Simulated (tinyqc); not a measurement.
Composition of the layer: band edges of strained Si(1-x)Ge(x) on relaxed Si(1-y)Ge(y).

Values are linear in the Ge fraction but for ED(x) = linear - CD x (1 - x) and a(x) = linear - Ca x (1 - x). Energies are on the common scale of Ev.

Coherent growth on a (001) face: e_par = (a(y) - a(x))/a(x), e_perp = -2 (C12/C11) e_par; exx = eyy = e_par, ezz = e_perp, no shear.

A valley with unit axis u lies at Ev + gap + (av + a_valley) tr(e) + Xu (u.e.u - tr(e)/3); the Delta axes are x, y, z and the L axes [111], [1-1-1], [-11-1], [-1-11]. The second-order shift of the Delta valleys under shear is left out; it lowers the pair normal to the sheared plane by tens of meV at a shear of 1 %.

Valence edges: Ev plus the levels of the 6 x 6 matrix of X, Y, Z times spin with -Dso/3 + l exx + m (eyy + ezz) on the diagonal (cyclic), n exy off it, l = av + 2 b, m = av - b, n = sqrt(3) d. Spin-orbit term (Dso/3) L.sigma on X, Y, Z with (L_k)_ij = -i epsilon_kij: <X+|H|Y+> = -i Dso/3, <X+|H|Z-> = Dso/3, <Y+|H|Z-> = -i Dso/3, <Z+|H|X-> = -Dso/3, <Z+|H|Y-> = i Dso/3, <X-|H|Y-> = i Dso/3, and their conjugates; + and - are the spin along z.

Inputs chosen for the exercise (end members near Si and Ge, in this order; the results hold for these values, not for the real material):
```
symbol  value           unit      meaning
a       (5.423, 5.656)  angstrom  lattice constant
Dso     (0.043, 0.288)  eV        spin-orbit splitting
av      (2.48, 1.25)    eV        valence hydrostatic potential
b       (-2.1, -2.54)   eV        tetragonal shear potential
d       (-4.84, -5.28)  eV        trigonal shear potential
C11     (165, 127.6)    GPa
C12     (63.4, 47.9)    GPa
C44     (80.7, 67.5)    GPa
Ev      (0, 0.71)       eV        top of the unstrained valence band
ED      (1.146, 0.916)  eV        gap to the Delta valleys
EL      (2.003, 0.731)  eV        gap to the L valleys
aD      (1.62, 1.33)    eV        hydrostatic potential of the Delta gap
aL      (-3.22, -2.56)  eV        hydrostatic potential of the L gap
XuD     (9.04, 9.26)    eV        uniaxial potential, Delta
XuL     (16.52, 14.8)   eV        uniaxial potential, L
CD      0.234           eV        bowing of the Delta gap
Ca      0.028           angstrom  bowing of the lattice constant
face    001                       growth face
y       0.87                      Ge fraction of the relaxed buffer
```

The buffer is kept. dEc = Ec(buffer) - Ec(layer), dEv = Ev(layer) - Ev(buffer); buffer edges Ev(y) and Ev(y) + min(ED, EL). The digit behind Delta or L counts whole valleys.

Results:
```
x     e_par (%)  lowest valleys  gap (eV)  next valleys above (meV)  valence splitting (meV)  dEc (eV)  dEv (eV)
0.32       2.39          Delta2     0.653                       384                      252     0.414    -0.171
0.42       1.97          Delta2     0.692                       317                      205     0.350    -0.146
0.61       1.15          Delta2     0.781                       186                      114     0.210    -0.094
0.71       0.71          Delta2     0.833                       115                       68     0.126    -0.062
0.81       0.27          Delta2     0.887                        44                       24     0.035    -0.025
0.90      -0.14              L4     0.857                        46                       12     0.015     0.025
1.00      -0.59              L4     0.724                       124                       47     0.063     0.109
```

Give the missing row, x = 0.51.

Computed row:
```
x     e_par (%)  lowest valleys  gap (eV)  next valleys above (meV)  valence splitting (meV)  dEc (eV)  dEv (eV)
0.51       1.58          Delta2     0.732                       255                      161     0.287    -0.123
```

The gap is 0.653 eV in the first row and 0.724 eV in the last, with its largest listed value, 0.887 eV, at x = 0.81. The lowest valleys change: Delta2 to L4 between x = 0.81 and 0.90. Per 0.1 of x the valence offset moves by +41 meV on average; the conduction offset lies between +15 and +414 meV, not monotonically. Both carriers sit on one side for x = 0.90 and 1.00, and on opposite sides elsewhere. Offsets below about 30 meV are within the spread of parameter sets, so those rows do not settle the type. Strains above 2 % can be kept only in layers of a few nanometres.

Program tinyqc; command `OMP_NUM_THREADS=1 python tinyqc.py 1050877 1050878 out.jsonl`; about 0.02 s on one thread of a shared Intel(R) Xeon(R) Processor @ 2.30GHz.
